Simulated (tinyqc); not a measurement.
Worked calculation: two-node Weyl semimetal on a cubic lattice and its slab. Values are carried at full precision from step to step, so a last printed digit may differ when a step is redone from the rounded ones.

H = d.s with dx = t sin kx, dy = t sin ky, dz = m (2 - cos kx - cos ky) + M(kz), M = tz (cos k0 - cos kz), k in 1/a. Nodes at (0, 0, +/-k0). Berry curvature of the lower band along z: Omega = d.(dd/dkx x dd/dky)/(2|d|^3), in the sense curl of i<u|grad u>.

Inputs chosen for the exercise:
```
symbol  value                 unit  meaning
t       1.18                  eV    hopping in sx and sy
m       0.99                  eV    mass term
tz      0.55                  eV    hopping along z
k0      1.22                  1/a   position of the nodes
k       (-0.37, -0.12, 1.61)  1/a   wave vector
N       4                           layers of the small slab
ky      0.27                  1/a
kz      1.53                  1/a
```

## One k point

Form M, d, E = -/+ |d| and Omega.

M(kz) = 0.2106 eV

dx, dy, dz (eV): -0.4267  -0.1413  0.2847

|E| = 0.5320 eV
Omega = 0.5628 a^2

## The nodes

Near (0,0,+/-k0): d = (t qx, t qy, +/- tz sin(k0) qz). The chirality is the sign of the product of the three velocities. Each plane of fixed kz with -2m < M < 0 has Chern number -1 in the sense above, so the sum over planes gives sigma_xy of size (e^2/h) 2 k0/(2 pi a).

velocities at +k0 (eV a): 1.1800  1.1800  0.5165

chirality: +k0 1, -k0 -1

|sigma_xy| = 0.3883 e^2/(h a)
M(0) = -0.3610 eV

## The slab at one surface momentum

Slab of N layers along x with hard walls: layer block t sin(ky) sy + (m (2 - cos ky) + M(kz)) sz, block to the next layer t sx/(2i) - m sz/2.

Fill in the matrix.

H (eV), lower triangle (Hermitian):
```
         1+       1-       2+       2-       3+       3-       4+       4-
1+   1.1924
1-  0.3147i  -1.1924
2+  -0.4950  0.5900i   1.1924
2-  0.5900i   0.4950  0.3147i  -1.1924
3+        0        0  -0.4950  0.5900i   1.1924
3-        0        0  0.5900i   0.4950  0.3147i  -1.1924
4+        0        0        0        0  -0.4950  0.5900i   1.1924
4-        0        0        0        0  0.5900i   0.4950  0.3147i  -1.1924
```

## Levels and layer weights of the middle pair

Diagonalise; sum the weights over the two components of each layer.

levels (eV): -2.1057  -1.7924  -1.2626  -0.6340  0.6340  1.2626  1.7924  2.1057

weights:
```
       layer 1  layer 2  layer 3  layer 4
lower    0.320    0.294    0.234    0.152
upper    0.152    0.234    0.294    0.320
```

The matrix belongs to ky = 0.27, kz = 1.53, where the mass m (1 - cos ky) + M(kz) is +0.2024 eV and t sin(ky) = 0.3147 eV. A positive mass binds no surface state: the middle pair is a confined bulk state.

## Checks

- Omega from the formula against a plaquette of side 1e-4: both 0.5628.
- C of the plane kz = 0 against -1: both -1.00.

(tinyqc, `OMP_NUM_THREADS=1 python tinyqc.py 1451454 1451455 out.jsonl`, Intel(R) Xeon(R) Processor @ 2.30GHz, 1 thread, shared host, about 0.1 s.)
